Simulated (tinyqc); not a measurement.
MESFET, gradual channel with velocity saturation: course of the iteration: the saturation point by Newton steps.

A uniformly doped n-type channel, depleted from the top by a Schottky gate; at channel potential V the depleted share of a is u = sqrt((Vbi - Vg + V)/Vp), s at the source. Electrons drift with v = mu E/(1 + mu E/vsat). Abrupt depletion edge, no series resistance, source at 0.

a is the channel (half-)thickness, Vp its pinch-off voltage and Z = mu Vp/(vsat L); an iterate with u > 1 is an overshoot, not a physical state. f = (1 - u)(1 + Z (u^2 - s^2)) - Z F/3, F = 3 (u^2 - s^2) - 2 (u^3 - s^3); f' = -(1 + Z (u^2 - s^2)); u(new) = u - f/f'.

Stop when u changes by less than 1e-10, or after 60 iterations.

u at the start = 0.94
Z = 12.8714
s = 0.878193

Course of the iteration:
```
iteration,u,|change|
1,0.946461,6.46e-3
2,0.946266,1.94e-4
3,0.946266,1.77e-7
4,0.946266,1.48e-13
```

Did this iteration meet its convergence test, and what does its course show?

Yes. Converged in 4 iterations. At the end the number of correct digits about doubles with each step.

Range of the model: The open channel at the source is under two Debye lengths thick, so the abrupt depletion edge is a rough picture.

Computed by the program tinyqc: `OMP_NUM_THREADS=1 python tinyqc.py 2500025 2500026 out.jsonl`, one thread of a shared Intel Xeon 2.30GHz, about 0.04 s for the whole run.
